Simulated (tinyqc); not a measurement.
Isotherms: adsorption as a lattice gas: isotherms with interactions, competition, desorption peaks and saturation dose. Computed by tinyqc, a small Python program. Command: `OMP_NUM_THREADS=1 python tinyqc.py 3000002 3000003 out.jsonl adsorb walk`. One thread of a shared host (Intel(R) Xeon(R) Processor @ 2.30GHz), about 0.2 s of CPU time with the checks.

One adsorbate per site; a molecule needs 1 empty site. Gas and surface have the same temperature.

Inputs (values chosen for the exercise, for a model surface):
```
quantity                             value    unit
desorption energy E                  0.877      eV
prefactor nu                       3.4e+12     1/s
pair energy w (positive repels)     -0.034      eV
neighbours z                             3       -
site density N_s                        14  1/nm^2
molecular mass M                      57.8       u
sticking coefficient s0              0.008       -
temperature T                          375       K
pressure p                             1.9      Pa
blocking by a second gas, K_B p_B      1.1       -
```

Adsorption: molecular (first order).

Constants: u = 1.6605390666e-27 kg; k_B = 1.380649e-23 J/K; k_B = 8.617333262e-05 eV/K.

Method. Flux F = p/sqrt(2 pi M k_B T); k_d = nu exp(-E/(k_B T)); s0 F (1 - theta) = N_s k_d theta, so y = s0 F/(N_s k_d), theta = y/(1 + y). With a second gas on the same sites theta = y/(1 + y + K_B p_B). With u = w/(k_B T). Mean field: theta/(1 - theta) = y exp(-z u theta). Quasi-chemical: theta/(1 - theta) = y [(r - 1 + 2 theta)(1 - theta)/((r + 1 - 2 theta) theta)]^(-z/2) exp(-z u/2), r = sqrt(1 - 4 theta (1 - theta)(1 - exp(-u))).

u = -1.05214

Coverage; the first column is ln y - z u/2:
```
ln y - z u/2  no interaction  mean field  quasi-chemical
-5.0                 0.00139     0.00139         0.00140
-3.0                 0.01017     0.01051         0.01077
-2.0                 0.02717     0.02976         0.03187
-1.0                 0.07055     0.09219         0.11026
-0.5                 0.11123     0.18175         0.23280
0.0                  0.17105     0.50000         0.50000
0.5                  0.25384     0.81825         0.76720
1.0                  0.35934     0.90781         0.88974
2.0                  0.60391     0.97024         0.96813
3.0                  0.80562     0.98949         0.98923
5.0                  0.96838     0.99861         0.99860
```

What follows from these numbers?

At half coverage the slope d theta/d ln y is 1/4 without interaction, 1/(4 + z u) = 1.185 in mean field and 0.647 in the pair theory, 1/[4 + 2 z (exp(u/2) - 1)]. Attraction steepens the filling towards a step; the two theories differ by at most 0.051 in these rows.
